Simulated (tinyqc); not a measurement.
Transfer between valleys with doping: electrons shared among three sets of ellipsoidal valleys.

F_j(eta) = (1/Gamma(j + 1)) integral_0^infinity x^j dx/(1 + exp(x - eta)), which tends to exp(eta) for eta << 0.

Sets Gamma, L, X: N_i = M_i times N = 2 (m kB T/(4 pi c))^(3/2) with c = hbar^2/2m0, in 1/angstrom^3; times 1e24 for 1/cm^3, m = (ml mt^2)^(1/3); n = sum_i N_i F_1/2((EF - dE_i)/kT), energies from the edge of the first set; mu_drift = sum of share times mobility.

Constants: hbar^2/2m0 = 3.80998211 eV angstrom^2; kB = 8.617333262e-05 eV/K.

Parameters, chosen for this exercise (masses and offsets near those of GaSb; mobilities are free inputs, held fixed; the results hold for these values, not for the real material): dE = (0, 0.084, 0.322) eV (edges of Gamma, L, X above the first); M = (1, 4, 3) (valleys in each set); ml = (0.039, 1.245, 1.541) m0 (longitudinal masses of Gamma, L, X); mt = (0.039, 0.1016, 0.2123) m0 (transverse masses); mu = (7900, 660, 350) cm^2/(V s) (mobility of each set); T = 400 K.

Parabolic valleys; band tails and gap narrowing are left out.

Populations:

| n (1/cm^3) | EF (eV) | share Gamma | share L | share X | mu_drift |
|---|---|---|---|---|---|
| 1.0e+16 | -0.1796 | 0.1622 | 0.8363 | 0.0015 | 1834 |
| 1.0e+17 | -0.1001 | 0.1601 | 0.8384 | 0.0015 | 1819 |
| 1.0e+18 | -0.0195 | 0.1429 | 0.8556 | 0.0015 | 1694 |
| 3.0e+18 | 0.0206 | 0.1188 | 0.8796 | 0.0016 | 1520 |
| 1.0e+19 | 0.0679 | 0.0828 | 0.9153 | 0.0019 | 1259 |
| 3.0e+19 | 0.1198 | 0.0536 | 0.9435 | 0.0029 | 1048 |
| 1.0e+20 | 0.2047 | 0.0336 | 0.9564 | 0.0100 | 900 |

The share of Gamma goes from 0.162 to 0.034 and the mean mobility from 1834 to 900 cm^2/(V s). L holds more than Gamma throughout. Where EF lies more than about 0.2 eV up a light valley, its parabolic form fails. The share of X is at most 0.01.

Computed by tinyqc, a small Python program: `OMP_NUM_THREADS=1 python tinyqc.py 1652034 1652035 out.jsonl` (the numbers bound the seed that draws the inputs); one thread of a shared host (Intel(R) Xeon(R) Processor @ 2.30GHz), about 0.01 s for the whole set of steps.
